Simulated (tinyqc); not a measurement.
From one set of inputs to another, one input at a time: Hall factor, magnetoresistance and optical conductivity for a power-law relaxation time. Computed by tinyqc, a small Python program. Command: `OMP_NUM_THREADS=1 python tinyqc.py 3026432 3026433 out.jsonl magneto ladder`. One thread of a shared host (Intel(R) Xeon(R) Processor @ 2.30GHz), about 0.01 s of CPU time with the checks.

One spherical parabolic band, tau(E) = tau_0 x^s with x = E/(k_B T). Landau quantisation is left out.

The inputs printed are set A. Inputs not listed in the table keep their values of set A, so the rows need not describe a real material.

Inputs (values chosen for the exercise, with a mass close to that of electrons in silicon):

| quantity | value | unit |
|---|---|---|
| effective mass m | 0.25 | m_0 |
| exponent s | 1 | - |
| tau_0 | 1400 | fs |
| reduced Fermi level eta | -8 | - |
| temperature T | 100 | K |
| magnetic field B | 0.12 | T |
| frequency f | 0.059 | THz |
| background permittivity eps_inf | 6.38 | - |

Constants: m_0 = 9.1093837015e-31 kg; k_B = 1.380649e-23 J/K; hbar = 1.054571817e-34 J s; e = 1.602176634e-19 C; eps_0 = 8.8541878128e-12 F/m; c = 299792458 m/s.

Method:
- <y> = int y x^(3/2) f (1 - f) dx / int x^(3/2) f (1 - f) dx, f = 1/(1 + exp(x - eta)).
- Integrals over x = E/(k_B T) use 160 Gauss-Legendre points in u = sqrt(x) from 0 to sqrt(max(eta, 0) + 45).
- n = (2 m k_B T)^(3/2)/(3 pi^2 hbar^3) int x^(3/2) f (1 - f) dx; moments in units of tau_0.
- mu = e <tau>/m; weak field r_H = <tau^2>/<tau>^2 and MR = c (mu B)^2, c = <tau^3>/<tau>^3 - r_H^2; strong field r_H = 1 and MR = <tau> <1/tau> - 1.
- With w_c = e B/m: sigma_xx = (n e^2/m) <tau/(1 + w_c^2 tau^2)>, sigma_xy = (n e^2/m) <w_c tau^2/(1 + w_c^2 tau^2)>; r_H = (n e/B) sigma_xy/(sigma_xx^2 + sigma_xy^2); MR = sigma_0 sigma_xx/(sigma_xx^2 + sigma_xy^2) - 1, sigma_0 = n e^2 <tau>/m.
- sigma(w) = (n e^2/m) <tau/(1 - i w tau)>, w = 2 pi f; eps = eps_inf + i sigma/(eps_0 w); N = sqrt(eps); absorption coefficient 2 w Im N/c; reflectivity |(N - 1)/(N + 1)|^2; plasma frequency sqrt(n e^2/(eps_inf eps_0 m))/(2 pi).

Each row keeps all changes above it:

| input moved | from | to | Hall factor r_H | sigma_xx (S/cm) | reflectivity |
|---|---|---|---|---|---|
| set A | - | - | 1.335 | 0.6741 | 0.5027 |
| magnetic field B (T) | 0.12 | 0.38 | 1.200 | 0.3556 | 0.5027 |
| effective mass m (m_0) | 0.25 | 0.023 | 1.017 | 0.0034 | 0.1396 |
| tau_0 (fs) | 1400 | 680 | 1.043 | 0.0059 | 0.1659 |
| temperature T (K) | 100 | 77 | 1.043 | 0.0040 | 0.1669 |
| background permittivity eps_inf | 6.38 | 12.2 | 1.043 | 0.0040 | 0.2932 |
| frequency f (THz) | 0.059 | 3.6 | 1.043 | 0.0040 | 0.3078 |

Hall factor r_H goes from 1.33 to 1.04, a factor 0.782 in all. The largest single move comes from effective mass m (a factor 0.847), and tau_0 works against it (a factor 1.026). sigma_xx goes from 0.674 to 0.00396, a factor 0.00587 in all. The largest single move comes from effective mass m (a factor 0.00952), and tau_0 works against it (a factor 1.73). Reflectivity goes from 0.503 to 0.308, a factor 0.612 in all. The largest single move comes from effective mass m (a factor 0.278), and background permittivity eps_inf works against it (a factor 1.76). The single moves hold for this order of the switches; the total does not depend on the order.

Caution (rows frequency f): the photon energy exceeds the typical carrier energy, so the classical sigma(w) is only a rough guide to the absorption.

Extremes, crossings and ranges named in words are read from the listed rows.
